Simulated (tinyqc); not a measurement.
# Worked calculation: thin film between two gates, subbands and threshold shift from confinement

Numbers from tinyqc (`OMP_NUM_THREADS=1 python tinyqc.py 2350031 2350032 out.jsonl`; about 0.03 s on one thread of a shared Intel Xeon 2.30GHz). Printed values are rounded.

Undoped body with a flat potential across it, hard walls, transport along x. One isotropic valley (g = 1, mx = my = mz = me). Non-parabolicity enters the subband edges through E (1 + al E) = gamma, so E = 2 gamma/(1 + sqrt(1 + 4 al gamma)); motion within a subband is taken as parabolic with the band-edge mass. Energies are counted from the bulk band edge.

Parameters, values chosen for the exercise; masses close to those of InAs: temperature T = 300 K; mass at the band edge me = 0.0233 m0; non-parabolicity al = 2.6 1/eV; film thickness (along z) t = 7.4 nm; widening of the box by penetration into the insulator dl = 0.2 nm.

Constants: q = 1.602176634e-19 C, kB = 1.380649e-23 J/K, hbar = 1.054571817e-34 J s, m0 = 9.1093837015e-31 kg, Vt = kB T/q, hbar^2/(2 m0) = 0.0380998212 eV nm^2. Results are converted to the units shown.

Range of the model: Non-parabolicity also makes carriers heavier within each subband, which is left out, so densities of states are understated at high energy. Levels near or above 1 eV lie beyond real barriers and upper valleys; they are listed for the hard-wall model only.

## Lowest subbands

gamma = C (pi k/(t + dl))^2/mz, C = hbar^2/(2 m0). List the 4 lowest, labelled by quantum numbers, with degeneracy g and N_k: N_k = g sqrt(mx my) m0 kB T/(pi hbar^2).

```
subband  E_k (eV)  g  N_k (cm^-2)
1        0.187754  1   2.51621e11
2        0.490950  1   2.51621e11
3        0.809773  1   2.51621e11
4         1.13299  1   2.51621e11
```

## Threshold shift

Each subband has N_k = g sqrt(mx my) m0 kB T/(pi hbar^2); without degeneracy n = exp(EF/Vt) sum N_k exp(-E_k/Vt). Classical value Nc times t, Nc = sum over valleys of 2 g (m m0 kB T/(2 pi hbar^2))^1.5 with m = (mx my mz)^(1/3). Threshold shift dVT = Vt ln(classical value/sum N_k exp(-E_k/Vt)). Use the subbands listed.

shares, subband 1 to 4 (%): [99.9992, 0.0008, 0.0000, 0.0000]
sum N_k exp(-E_k/Vt) = 1.76449e8 cm^-2
Nc = 8.92495e16 cm^-3
classical value = 6.60446e10 cm^-2
dVT = 153.175 mV

With all subbands dVT = 153.2 mV. The lowest edge lies at 188 meV; dVT is smaller than that, since sum N_k exp(-(E_k - E_1)/Vt) exceeds the classical value.
